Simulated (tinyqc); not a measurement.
Holstein polaron on two sites: one step, computed by the program tinyqc. Command: `OMP_NUM_THREADS=1 python tinyqc.py 3006968 3006969 out.jsonl holstein walk`. One thread of a shared host (Intel(R) Xeon(R) Processor @ 2.30GHz), about 0.01 s of CPU time with the checks.

One electron on sites 1 and 2: H = -t (c1+ c2 + c2+ c1) + hbar omega sum_i b_i+ b_i - g hbar omega sum_i n_i (b_i + b_i+). The symmetric phonon shifts the energy by -g^2 hbar omega/2 and drops out; with b = (b_1 - b_2)/sqrt(2) there remains H = -t sigma_x + hbar omega b+ b - (g hbar omega/sqrt(2)) sigma_z (b + b+). Parity splits it into blocks p = +1 and -1 over phonon numbers n. Zero-point energies are left out. Weights Z refer to mode b alone; the displaced symmetric mode multiplies the full zero-phonon weight by exp(-g^2/2).

Problem. Levels in the small basis. Diagonalise H; the eigenvector has its largest component positive; Z is the weight of n = 0.

H, even block (meV), lower triangle (symmetric):
```
           1          2          3          4         5
1  -143.3792
2  -121.1698    15.6208
3     0.0000  -171.3600    94.6208
4     0.0000     0.0000  -209.8723   253.6208
5     0.0000     0.0000     0.0000  -242.3396  332.6208
```

Give: levels; lowest eigenvector; Z in the small basis.

Solution.

levels (meV): -249.0  -121.3  65.4  272.0  586.0

lowest eigenvector: 0.6597  0.5749  0.4212  0.2201  0.0917

Z in the small basis = 0.4353
